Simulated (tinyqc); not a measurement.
A short-path metal as competitor: size effects in the resistivity of thin metal films and interconnect lines. Computed by tinyqc, a small Python program. Command: `OMP_NUM_THREADS=1 python tinyqc.py 3021620 3021621 out.jsonl size walk`. One thread of a shared host (Intel(R) Xeon(R) Processor @ 2.30GHz), about 0.01 s of CPU time with the checks.

Electrons lose their drift at surfaces (a share 1 - p of the hits) and at grain boundaries (reflection R), besides bulk scattering. The line sits in a trench with a non-conducting liner on both walls and the bottom; the spacing equals the drawn width.

Inputs (values chosen for the exercise, modelled on silver):

| quantity | value | unit |
|---|---|---|
| bulk resistivity rho_b | 1.61 | microohm cm |
| bulk mean free path lambda | 51.2 | nm |
| specularity p | 0 | - |
| grain-boundary reflection R | 0.49 | - |
| grain size over metal width | 1.9 | - |
| aspect ratio (height over width) | 2.8 | - |
| liner thickness t | 2.2 | nm |
| competitor: rho_b relative to this metal | 3.4 | - |
| competitor: lambda relative to this metal | 0.43 | - |
| competitor: liner relative to t | 0.29 | - |

Geometry: line.

Method:
- Fuchs-Sondheimer film: rho_b/rho = 1 - (3/(2 kappa))(1 - p) int_0^1 (s - s^3)(1 - exp(-kappa/s))/(1 - p exp(-kappa/s)) ds, f = rho/rho_b, kappa = thickness/lambda, 80 Gauss-Legendre points.
- Line: the excess of a film of thickness w_m and of a film of thickness h_m are added, rho/rho_b = 1 + (f(w_m) - 1) + (f(h_m) - 1), an estimate that holds best when both sides exceed lambda.
- Mayadas-Shatzkes: alpha = (lambda/D) R/(1 - R); rho_b/rho = 1 - 3 alpha/2 + 3 alpha^2 - 3 alpha^3 ln(1 + 1/alpha).
- w_m = w - 2t, h_m = (aspect ratio) w - t, D = (ratio) w_m; rho = rho_b [1 + surface excess + grain excess].
- Effective resistivity rho (aspect ratio) w^2/(w_m h_m) for the metal with its liner, for the same metal without liner, and for a competitor with its own rho_b, lambda and liner, and for that competitor with the liner t; p, R, aspect and grain ratios are the same.

Effective resistivity (microohm cm):

| w (nm) | this metal | without liner | competitor | competitor, liner t |
|---|---|---|---|---|
| 200 | 2.21 | 2.140 | 6.292 | 6.42 |
| 100 | 2.88 | 2.688 | 7.144 | 7.47 |
| 50 | 4.43 | 3.792 | 8.958 | 9.91 |
| 30 | 6.96 | 5.240 | 11.559 | 13.96 |
| 20 | 11.06 | 7.001 | 15.061 | 20.62 |
| 14 | 18.68 | 9.203 | 19.973 | 33.00 |
| 10 | 36.32 | 12.056 | 27.328 | 61.46 |
| 7 | 108.85 | 16.212 | 40.477 | 176.70 |

What follows from these numbers?

The competitor wins below a width between 14.0 and 10.0 nm. In narrow lines rho scales as rho_b lambda/w, and the product rho_b lambda of the competitor is 1.46 times this metal's. At the narrowest width the liner costs this metal a factor 6.71. With the same liner the competitor wins nowhere in the table; at the narrowest width the thinner liner lowers it from 177 to 40.5. Rows with w - 2t below lambda stretch the additive estimate. Metal widths below about 5 nm are outside this semiclassical model.

Extremes, crossings and ranges named in words are read from the listed rows.
